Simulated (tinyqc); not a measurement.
Comparisons within one model: Landau levels of a non-parabolic (Kane) conduction band at kz = 0. A value that a table varies takes the place of the one given here.

Three-level Kane model: E = (N + 1/2) 2 muB B/m(E) + s g(E) muB B, s = +/-1/2, with 1/m(E) = 1 + (Ep/3)(2/(E + Eg) + 1/(E + Eg + Dso)) and g(E) = 2 - (2 Ep/3)(1/(E + Eg) - 1/(E + Eg + Dso)); E from the band edge, solved self-consistently; remote bands are left out, and so is the confinement energy of a real sheet, which raises m and lowers |g|.

In a field B along z: l = 1/sqrt((e/hbar) B) is the magnetic length, n_B = B/(h/e) the number of states per area in one level, hbar wc = 2 muB B/m for mass m in m0; 1/angstrom^2 = 1e16/cm^2.

Each listed level takes n_B electrons. At zero temperature and without broadening EF sits in the partly filled level.

Constants: e/hbar = 1.519267448e-05 1/(T angstrom^2); h/e = 413566.7697 T angstrom^2; muB = 5.788381798e-05 eV/T.

Inputs chosen for the exercise (near those of InAs; shifted at random, so the results belong to these values and not to a real crystal):

| symbol | value | unit | meaning |
|---|---|---|---|
| Eg | 0.43 | eV | gap |
| Dso | 0.4 | eV | spin-orbit splitting |
| Ep | 22 | eV | Kane energy |
| Bs | (1, 2, 3, 5, 7, 10, 14) | T | fields |
| B | 6.4 | T | magnetic field |
| n | 2.5 | x 1e11/cm^2 | electron sheet density |

## The fan of levels

The four lowest levels against B, with their labels in order.

Levels (meV):

| B (T) | first | second | third | fourth | order |
|---|---|---|---|---|---|
| 1.00 | 2.12 | 2.94 | 7.12 | 7.91 | 0+ 0- 1+ 1- |
| 2.00 | 4.22 | 5.84 | 14.05 | 15.58 | 0+ 0- 1+ 1- |
| 3.00 | 6.31 | 8.71 | 20.81 | 23.01 | 0+ 0- 1+ 1- |
| 5.00 | 10.45 | 14.33 | 33.86 | 37.27 | 0+ 0- 1+ 1- |
| 7.00 | 14.53 | 19.82 | 46.37 | 50.82 | 0+ 0- 1+ 1- |
| 10.0 | 20.56 | 27.82 | 64.25 | 70.02 | 0+ 0- 1+ 1- |
| 14.0 | 28.43 | 38.09 | 86.68 | 93.89 | 0+ 0- 1+ 1- |

How do the results move?

The fourth level grows as B^0.98 over the first two rows and B^0.87 over the last two (1 for a parabolic band without a fixed offset such as a valley splitting, 1/2 for massless Dirac electrons). The order of the levels does not change. At the highest field the lowest level has m(E) = 0.0241 and g(E) = -12.9, against 0.0228 and -14.4 at the edge.

## What each parameter does

The second and third levels from below, nu = n/n_B, and EF. Each row changes one parameter from the base and keeps the others.

Results:

| case | second level (meV) | third level (meV) | nu | EF (meV) |
|---|---|---|---|---|
| base | 18.18 | 42.67 | 1.62 | 18.18 |
| B = 5.44 T | 15.55 | 36.66 | 1.90 | 15.55 |
| Eg = 0.516 eV | 15.34 | 37.42 | 1.62 | 15.34 |
| Dso = 0.34 eV | 18.18 | 43.53 | 1.62 | 18.18 |
| Ep = 18.7 eV | 15.55 | 36.87 | 1.62 | 15.55 |
| n = 3 x 1e11/cm^2 | 18.18 | 42.67 | 1.94 | 18.18 |

How do the results move?

The largest shifts from the base row, up to three for each result and ties (the steps differ in size, so this ranks the rows, not the parameters). second level (meV): Eg -2.85, B -2.64, Ep -2.64; unchanged at the printed digits by Dso and n. third level (meV): B -6.01, Ep -5.80, Eg -5.25; unchanged at the printed digits by n. nu: n +0.32, B +0.29; unchanged at the printed digits by Eg, Dso and Ep. EF (meV): Eg -2.85, B -2.64, Ep -2.64; unchanged at the printed digits by Dso and n.

tinyqc: `OMP_NUM_THREADS=1 python tinyqc.py 1281745 1281746 out.jsonl`; about 0.08 s, one thread, shared Intel(R) Xeon(R) Processor @ 2.30GHz.
